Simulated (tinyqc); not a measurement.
Transverse acoustic branch against its sound line: Keating valence-force model of a tetrahedral crystal. Computed by tinyqc, a small Python program. Command: `OMP_NUM_THREADS=1 python tinyqc.py 3026628 3026629 out.jsonl keating walk`. One thread of a shared host (Intel(R) Xeon(R) Processor @ 2.30GHz), about 0.03 s of CPU time with the checks.

Atom A sits at 0 and atom B at a/4 (1,1,1) of an fcc lattice; the four bonds from A are t = a/4 (1,1,1), a/4 (1,-1,-1), a/4 (-1,1,-1), a/4 (-1,-1,1), of length d = sqrt(3) a/4. Energy: E = (3 alpha/(8 d^2)) sum over bonds (r.r - d^2)^2 + (3 beta/(8 d^2)) sum over pairs of bonds at one atom (r_i.r_j + d^2/3)^2, with beta_A for the six pairs at A and beta_B for the six at B. The cell holds two atoms, Omega = a^3/4. 1 N/m = 1 J/m^2. With constants fitted to the elastic moduli this model puts optical and zone-boundary frequencies of real crystals too high, by up to about 20 % in elemental crystals and up to about 50 % in compounds, and mostly by more for TA modes; in compounds the lattice part of the static dielectric constant then comes out too low.

Inputs (values chosen for the exercise, modelled on gallium arsenide):
```
quantity               value      unit
lattice constant a     5.653  angstrom
mass M_A               69.72         u
mass M_B               74.92         u
bond stretching alpha   42.4       N/m
bond bending beta_A     9.51       N/m
bond bending beta_B     9.51       N/m
```

Structure: zinc blende.

Constants: nu for 1 eV/(angstrom^2 u) = 15.6333042 THz; 1 eV/angstrom^2 = 16.02176634 J/m^2; u = 1.6605390666e-27 kg.

Method:
- beta = (beta_A + beta_B)/2; C11 = (alpha + 3 beta)/a, C12 = (alpha - beta)/a, C44 = 4 alpha beta/(a (alpha + beta)); with the two sublattices clamped C44(0) = (alpha + beta)/a; internal-strain parameter zeta = (alpha - beta)/(alpha + beta); B = (C11 + 2 C12)/3.
- With displacements u exp(i q.r), each bracket changes by g.u, where g = (g_A, g_B): bond t, g = (-2 t, 2 t exp(i q.t)); pair (i, j) at A, g = (-(t_i + t_j), t_i exp(i q.t_j) + t_j exp(i q.t_i)); pair at B, g = (-t_i exp(-i q.t_j) - t_j exp(-i q.t_i), t_i + t_j). Then D_mn = sum over the 4 bonds and 12 pairs of (4 k/a^2) conj(g_m) g_n / sqrt(M_m M_n), with k = alpha or beta converted to eV/angstrom^2. Only the short-range forces enter; the Coulomb field of the charges is left out.
- An eigenvalue lambda of D in eV/(angstrom^2 u) gives nu = 15.6333042 THz x sqrt(lambda).
- The sound line is nu = v q/(2 pi) with v = sqrt(C44/rho), rho = (M_A + M_B)/Omega; the clamped line uses C44(0).

C44 = 54.9637 GPa

clamped C44(0) = 91.8273 GPa

Frequencies (THz) along G-X; columns: (1) q (2 pi/a); (2) lowest branch; (3) sound line, relaxed C44; (4) sound line, clamped C44(0); (5) third-lowest frequency; (6) highest frequency:
```
(1)      (2)     (3)     (4)     (5)     (6)
0.05  0.2842  0.2843  0.3675  0.4294  9.3609
0.15  0.8487  0.8530  1.1026  1.2835  9.3267
0.30  1.6704  1.7061  2.2052  2.5351  9.2150
0.45  2.4350  2.5591  3.3078  3.7248  9.0431
0.60  3.1045  3.4122  4.4104  4.8261  8.8357
0.75  3.6282  4.2652  5.5130  5.8173  8.6339
0.90  3.9421  5.1182  6.6156  6.6774  8.4951
1.00  4.0052  5.6869  7.3507  7.0726  8.4656
```

At small q the branch follows the relaxed line (0.999 of it, against 0.773 of the clamped one): in a long shear wave the sublattices shift against each other. At X it reaches 70 % of the relaxed line. Real tetrahedral semiconductors have flatter TA branches than a Keating model fitted to their elastic constants, which needs longer-ranged terms to mend.

Extremes, crossings and ranges named in words are read from the listed rows.
